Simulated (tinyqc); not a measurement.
Trap density from two Hall measurements.

Inverse problem. p-type body, charge-sheet picture, full ionisation (an idealisation for deep acceptors), Boltzmann statistics for free electrons. e = Ec - EF at the surface. psi = Eg - Vt ln(Nv/Na) - e; N_dep = sqrt(2 eps0 eps_r Na (psi - Vt)/q); n_f = sqrt(N_dep^2 + 2 eps0 eps_r Vt Nc exp(-e/Vt)/q) - N_dep; Vg = Vfb + psi + q (N_dep + n_t + n_f)/Cox, Cox = eps0 eox/tox. Find e and n_t at both points and the mean trap density between them.

Inputs (values chosen for the exercise); band and dielectric values close to those of 4H silicon carbide:
```
symbol    value   unit                                   meaning
T           300      K                               temperature
Eg         3.31     eV                                  band gap
eps_r      9.55                            relative permittivity
Nc      1.72e19  cm^-3    conduction-band density of states at T
Nv      2.53e19  cm^-3       valence-band density of states at T
eox         3.9           relative permittivity of the insulator
tox          47     nm                       insulator thickness
Na       2.5e16  cm^-3                          acceptor density
Vfb       -2.95      V  flat-band voltage without trapped charge
```

Constants: q = 1.602176634e-19 C, kB = 1.380649e-23 J/K, Vt = kB T/q, eps0 = 8.8541878128e-14 F/cm where lengths are in cm. Results are converted to the units shown.

Vg (V): 3.7590294  7.2938619
free sheet density from the Hall effect (cm^-2): 1.9286690e9  1.3908526e11

Solution. Each n_f fixes e; what the gate voltage holds beyond psi, N_dep and n_f is trapped; the difference quotient is the density, smeared over a few Vt.

e (eV): 0.187  0.0740
n_t (cm^-2): 8.47e11  2.26e12
mean trap density = 1.25e13 cm^-2 eV^-1

Program tinyqc, `OMP_NUM_THREADS=1 python tinyqc.py 2222131 2222132 out.jsonl`; Intel Xeon 2.30GHz, shared host, one thread, about 0.02 s.
